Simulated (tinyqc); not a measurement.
## Gate voltage for a given inversion charge

Inverse problem. p-type body, charge-sheet picture, depletion and inversion only, full ionisation (an idealisation for deep acceptors), Boltzmann statistics (rough once Na exp(x - xn) passes about Nc/7). In units of Vt: xg = (Vg - Vfb)/Vt, x = psi/Vt, G = gamma/sqrt(Vt), xn = (2 phiF + Vc)/Vt. The implicit equation is (xg - x)^2 = G^2 [x - 1 + exp(x - xn)] for x above about 3. Cox = eps0 eox/tox. ni = sqrt(Nc Nv) exp(-Eg/(2 Vt)), Eg in volts; phiF = Vt ln(Na/ni); gamma = sqrt(2 q eps0 eps_r Na)/Cox. N_inv = (Cox Vt G/q) [sqrt(x - 1 + exp(x - xn)) - sqrt(x - 1)]. Find x - xn, psi and Vg.

Values chosen for this exercise; band and dielectric values close to those of silicon:
```
symbol    value   unit                                                                 meaning
T           300      K                                                             temperature
Eg         1.12     eV                                                                band gap
eps_r      11.5                                                          relative permittivity
Nc      2.75e19  cm^-3                                  conduction-band density of states at T
Nv      2.62e19  cm^-3                                     valence-band density of states at T
eox        24.5         relative permittivity of the gate insulator (close to zirconium oxide)
tox          25     nm                                                     insulator thickness
Na       4.9e17  cm^-3                                                        acceptor density
Vfb       -0.46      V                                                       flat-band voltage
Vc          0.5      V                                                    channel-body voltage
```

Constants: q = 1.602176634e-19 C, kB = 1.380649e-23 J/K, Vt = kB T/q, eps0 = 8.8541878128e-14 F/cm where lengths are in cm. Results are converted to the units shown.

N_inv = 3.5e10 cm^-2

Answer. N_inv rises steadily with x, so it fixes x; the implicit equation then gives xg directly.

x - xn = 0.253
psi = 1.42 V
Vg = 1.51 V

Program tinyqc, `OMP_NUM_THREADS=1 python tinyqc.py 2122055 2122056 out.jsonl`; Intel Xeon 2.30GHz, shared host, one thread, about 0.01 s.
